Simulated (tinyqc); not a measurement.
Worked calculation: global model of a low-pressure process discharge: electron temperature, density, ion flux and ion energy. Computed by tinyqc, a small Python program that keeps every step. Command: `OMP_NUM_THREADS=1 python tinyqc.py 3112146 3112147 out.jsonl plasma walk`. One thread of a shared host (Intel(R) Xeon(R) Processor @ 2.30GHz), about 0.01 s of CPU time with the checks. Intermediate numbers are printed to about 7 digits and carried at full precision; extremes and crossings named in words are read from the listed rows.

Maxwellian electrons with temperature T_e in eV, one positive ion, no negative ions, uniform bulk density n; rate constants have the Arrhenius form.

Inputs (values chosen for the exercise, of the order of those of an inductive discharge in a simple atomic gas):
```
quantity                          value   unit
ion mass M                           40      u
ionisation prefactor K0         2.8e-14  m^3/s
ionisation energy E_iz             16.8     eV
excitation prefactor X0         6.4e-15  m^3/s
excitation energy E_ex             8.59     eV
elastic rate constant K_el      9.4e-14  m^3/s
ion-neutral cross section       7.4e-19    m^2
pressure p                         0.22     Pa
gas temperature T_g                 300      K
radius R                             14     cm
height L                             13     cm
absorbed power P                    290      W
bias power P_b                       17      W
radius of the biased electrode      7.5     cm
bias frequency                       27    MHz
mixing                              0.2      -
```

Constants: k_B = 1.380649e-23 J/K; e = 1.602176634e-19 C; u = 1.6605390666e-27 kg; m_0 = 9.1093837015e-31 kg; eps_0 = 8.8541878128e-12 F/m.

## Geometry factors

n_g = p/(k_B T_g); lambda_i = 1/(n_g sigma); h_L = 0.86/sqrt(3 + L/(2 lambda_i)), h_R = 0.8/sqrt(4 + R/lambda_i); A_eff = 2 pi R^2 h_L + 2 pi R L h_R; d_eff = pi R^2 L/A_eff.

gas density n_g = 5.311512e+19 1/m^3

ion mean free path = 2.544193 cm

h_L = 0.3648907

h_R = 0.2595170

A_eff = 746.1325 cm^2

d_eff = 10.72836 cm

## A fixed-point cycle for T_e

Particle balance: K0 exp(-E_iz/T_e) n_g d_eff = u_B, u_B = sqrt(e T_e/M). Cycle: T_out = T sqrt(loss/creation) with loss/creation = u_B/(K0 exp(-E_iz/T) n_g d_eff); T -> T + mixing (T_out - T), kept between 0.3 and 60 eV, from 3 eV; stop at |T_out - T| < 1e-9 eV or after 60 steps.

Course:
```
step    T (eV)  T_out (eV)  residual (eV)
0     3.000000    6.405775   3.405775e+00
1     3.681155    4.927641   1.246486e+00
2     3.930452    4.627591   6.971386e-01
3     4.069880    4.492433   4.225531e-01
4     4.154390    4.419820   2.654296e-01
5     4.207476    4.377420   1.699436e-01
6     4.241465    4.351490   1.100247e-01
...        ...         ...            ...
45    4.305249    4.305249   9.613653e-09
46    4.305249    4.305249   6.342884e-09
47    4.305249    4.305249   4.184899e-09
48    4.305249    4.305249   2.761108e-09
49    4.305249    4.305249   1.821721e-09
50    4.305249    4.305249   1.201933e-09
51    4.305249    4.305249   7.930092e-10
```

last residual = 7.930092e-10 eV

Converged in 52 steps.

## Electron temperature

Root found by bracketing.

T_e = 4.305249 eV

Bohm velocity u_B = 3222.551 m/s

K_iz = 5.655204e-16 m^3/s

## Energy per pair and density

E_c = E_iz + (X0 exp(-E_ex/T_e) E_ex + K_el (3 m_0/M) T_e)/K_iz; wall potential V_s = (T_e/2) ln(M/(2 pi m_0)); E_T = E_c + 2 T_e + T_e/2 + V_s; n = P/(e u_B A_eff E_T); ion current density J = e h_L n u_B; ionised share n/n_g.

collisional loss per pair E_c = 30.04860 eV

wall potential V_s = 20.14680 V

E_T = 60.95852 eV

plasma density n = 1.234916e+11 1/cm^3

ion current density J = 2.326539 mA/cm^2

ionised share = 0.002324980

Collisions take 49 % of the power and the walls the rest. T_e came from the particle balance alone; the power sets only n.

## Biased electrode

All bias power goes to ions: V_b = P_b/(J pi r^2). Debye length at the sheath edge lambda_D = sqrt(eps_0 T_e/(e h_L n)); Child-law sheath s = (sqrt2/3) lambda_D (2 V/T_e)^(3/4), V = V_b + V_s; ion transit time tau_i = 3 s sqrt(M/(2 e V)); collisions in the sheath s/lambda_i.

bias voltage V_b = 41.34910 V

lambda_D = 72.66381 micrometre

sheath width s = 0.4232728 mm

ion transit time = 73.72298 ns

transit time over bias period = 1.990520

s/lambda_i = 0.01663682

The sheath is nearly free of collisions.

## Pressure series at fixed power

n_g = p/(k_B T_g), lambda_i = 1/(n_g sigma), K_iz = K0 exp(-E_iz/T_e), h_L = 0.86/sqrt(3 + L/(2 lambda_i)), h_R = 0.8/sqrt(4 + R/lambda_i), A_eff = 2 pi R^2 h_L + 2 pi R L h_R and d_eff = pi R^2 L/A_eff follow p. E_c = E_iz + (X0 exp(-E_ex/T_e) E_ex + K_el (3 m_0/M) T_e)/K_iz; E_T = E_c + (5/2) T_e + (T_e/2) ln(M/(2 pi m_0)); n = P/(e u_B A_eff E_T); J = e h_L n u_B. Pressures without a root below 2 E_iz are left out.

Against pressure:
```
p (Pa)  T_e (eV)  E_c (eV)  E_T (eV)    n (1/cm^3)  J (mA/cm^2)
0.1     6.039208   24.4592   67.8182  7.964682e+10     2.053307
0.2     4.461625   29.1911   61.2237  1.179632e+11     2.311221
0.5     3.290280   40.6806   64.3034  1.716588e+11     2.245389
1.0     2.728633   56.7643   76.3547  2.067612e+11     1.911979
2.0     2.323722   84.4525  101.1359  2.281932e+11     1.453584
5.0     1.939070  153.8113  167.7331  2.309405e+11     0.880667
10.0    1.722704  251.4376  263.8059  2.179655e+11     0.560911
20.0    1.549926  419.8932  431.0210  1.978207e+11     0.343609
```

T_e falls from 6.04 to 1.55 eV, n changes by a factor 2.5 and J by 0.17; in J = P h_L/(A_eff E_T), E_T changes by a factor 6.36 and is least at 0.2 Pa, between wall losses at high T_e and excitation losses at low T_e.

Checks made by the program: cycle against bracketing (relative difference below 1e-10).
